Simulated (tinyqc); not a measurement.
Scattering of inversion-layer electrons by surface optical phonons of the gate insulator (remote phonon scattering): one step, computed by the program tinyqc.

One subband with the Fang-Howard envelope; insulator and channel are half-spaces, the gate is far away, and an interlayer only moves the polar surface away by t (its own modes and its permittivity contrast are left out).

Problem. Surface modes and strengths. eps(w) = eps_inf + (eps_0s - eps_i) w1^2/(w1^2 - w^2) + (eps_i - eps_inf) w2^2/(w2^2 - w^2). Surface modes solve eps(w) + eps_s = 0, a quadratic in w^2; the strength of a mode is g = 2/(w d eps/dw). Occupation N = 1/(exp(hbar w/(k_B T)) - 1).

Inputs (values chosen for the exercise, modelled on SiO2 on silicon):
```
quantity,value,unit
static constant of the insulator eps_0s,3.89,-
intermediate constant eps_i,3,-
optical constant eps_inf,2.47,-
hbar omega_TO1,56.3,meV
hbar omega_TO2,141,meV
constant of the channel eps_s,11.7,-
temperature T,300,K
```

Constants: k_B = 8.617333262e-05 eV/K.

Give: hbar omega_SO; strengths g; occupations N; hbar omega g (2 N + 1).

Solution.

hbar omega_SO (meV): 1 58.0, 2 143.6

strengths g: 1 0.003827, 2 0.002601

occupations N: 1 0.1188, 2 0.0039

hbar omega g (2 N + 1) (meV): 1 0.2746, 2 0.3765

The lower mode has the larger hbar omega g N, the prefactor of absorption before the dependence on q: 0.0264 and 0.00145 meV.
